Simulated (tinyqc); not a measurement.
Minority-electron transport through the base of a bipolar transistor (Moll-Ross and Kroemer integrals). From current gain beta back to gap narrowing across the base dE_g. Computed by tinyqc, a small Python program. Command: `OMP_NUM_THREADS=1 python tinyqc.py 3029185 3029186 out.jsonl base inv`. One thread of a shared host (Intel(R) Xeon(R) Processor @ 2.30GHz), about 0.02 s of CPU time with the checks.

Low injection, one dimension, x from the emitter edge (0) to the collector edge (W), s = x/W. Recombination is treated as a small correction (valid for tau_B well below tau_n), computed from the stored charge.

Inputs (values chosen for the exercise, modelled on SiGe):
```
quantity,value,unit
intrinsic density n_i at the emitter edge,7.3e+10,1/cm^3
base doping at the emitter edge N_0,8.4e+17,1/cm^3
base width W,20,nm
mu_min,210,cm^2/(V s)
mu_max,1140,cm^2/(V s)
N_ref,2.6e+17,1/cm^3
saturation velocity v_s,0.73,1e7 cm/s
electron lifetime tau_n,16,ns
emitter Gummel number G_E,3.4e+12,s/cm^4
base-emitter voltage V_BE,0.71,V
temperature T,300,K
doping ratio N_0/N(W),34,-
```

Base doping profile: exponential. Gap grading: linear. Exit of the base: infinite sink.

Constants: k_B = 8.617333262e-05 eV/K; e = 1.602176634e-19 C.

Method:
- N(x) = N_0 (ratio)^(-s); n_i(x)^2 = n_i^2 exp(s dE_g/k_B T); D(x) = (k_B T/e) mu, mu = mu_min + (mu_max - mu_min)/(1 + (N/N_ref)^0.7).
- With y(x) = N n_i^2/(D n_i(x)^2): base Gummel number G_B = int_0^W y dx; J_C = e n_i^2 exp(e V_BE/k_B T)/G_B; n(x) = (J_C/e)(n_i(x)^2/(N n_i^2)) [int_x^W y dx]; transit time tau_B = (e/J_C) int n dx; trapezoid rule on 401 even points.
- Emitter-limited gain beta_E = G_E/G_B; recombination-limited gain beta_R = tau_n/tau_B; 1/beta = 1/beta_E + 1/beta_R; f_T from the base alone = 1/(2 pi tau_B).

Task: A run gave the result below. Find the gap narrowing across the base dE_g, known to lie between 37 and 130 meV.

current gain beta = 186.4824

Result:

Each step takes the trial c = (a f_b - b f_a)/(f_b - f_a), f being the result less the target and a, b, c the logarithms of the listed values; c replaces end b, the old b replaces a if the sign of f changed, and otherwise f_a is halved.

Scan of the range:
```
gap narrowing across the base dE_g (meV),current gain beta
37.0,152.539
45.6,161.138
56.2,171.759
69.4,185.006
85.5,201.179
105.0,220.772
130.0,245.882
```

False position (Illinois rule, in the logarithm of the input) inside the bracket:
```
step,end a,end b,trial,current gain beta
1,69.4000,85.5000,70.7342,186.346
2,85.5000,70.7342,70.8576,186.470
3,85.5000,70.8576,70.8801,186.493
4,70.8576,70.8801,70.8700,186.482
5,70.8801,70.8700,70.8700,186.482
```

Current gain beta rises at every point of a 13-point scan of the range (every second point is shown), so one value fits; it is bracketed by 69.4 and 85.5. Answer: gap narrowing across the base dE_g = 70.87 meV.

Caution: the mean velocity exceeds v_s, so drift-diffusion with a low-field mobility overstates the speed. Caution: the base is only a few mean free paths wide, so transport is partly ballistic.
